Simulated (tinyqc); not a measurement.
Worked calculation: Hubbard chain of 2 sites. One step of it, computed by the program tinyqc.

Question. The many-body Hamiltonian. Basis: all placements (u, d, 2, 0 on each site), up operators ordered before down ones; hops carry the sign of the same-spin electrons passed.

one-body matrix (hopping and site energies) (eV), order 1, 2:
$$\begin{pmatrix}
0.000000 & -0.580000 \\
-0.580000 & 0.000000
\end{pmatrix}$$

U = 4.000000 eV

electrons, up and down: [1, 1]

Give: H.

Answer.

H (eV), order 20, ud, du, 02:
$$\begin{pmatrix}
4.000 & -0.580 & -0.580 & 0.000 \\
-0.580 & 0.000 & 0.000 & -0.580 \\
-0.580 & 0.000 & 0.000 & -0.580 \\
0.000 & -0.580 & -0.580 & 4.000
\end{pmatrix}$$
